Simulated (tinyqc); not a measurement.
Worked calculation: ROHF in the sto-6g basis, for H3, spin multiplicity 2. One step of it, computed by the program tinyqc.

Problem. Iteration 1: Roothaan effective Fock matrix. With projectors Pc = D(beta) S, Po = (D(alpha) - D(beta)) S, Pv = 1 - D(alpha) S, the block xy is Px^T F Py; with Fc = (F(alpha) + F(beta))/2, the blocks are Fc for cc, oo, vv and cv, F(beta) for co and F(alpha) for ov.

F(alpha) (hartree), lower triangle:
```
           1H 1s      2H 1s      3H 1s
1H 1s  -0.441856
2H 1s  -0.623148  -0.536758
3H 1s  -0.626141  -0.523877  -0.533945
```

F(beta) (hartree), lower triangle:
```
           1H 1s      2H 1s      3H 1s
1H 1s  -0.398126
2H 1s  -0.550071  -0.241099
3H 1s  -0.551111  -0.517725  -0.245875
```

D(alpha) at the start, lower triangle:
```
          1H 1s      2H 1s     3H 1s
1H 1s  0.158044
2H 1s  0.137361   1.352535
3H 1s  0.172473  -1.029919  1.317013
```

D(beta) at the start, lower triangle:
```
          1H 1s     2H 1s     3H 1s
1H 1s  0.157785
2H 1s  0.155008  0.152280
3H 1s  0.155090  0.152360  0.152441
```

overlap S, lower triangle:
```
          1H 1s     2H 1s     3H 1s
1H 1s  1.000000
2H 1s  0.582977  1.000000
3H 1s  0.583154  0.577184  1.000000
```

Give: effective F.

Solution.

effective F (hartree), lower triangle:
```
        1H 1s   2H 1s   3H 1s
1H 1s  -0.420
2H 1s  -0.586  -0.388
3H 1s  -0.589  -0.521  -0.391
```
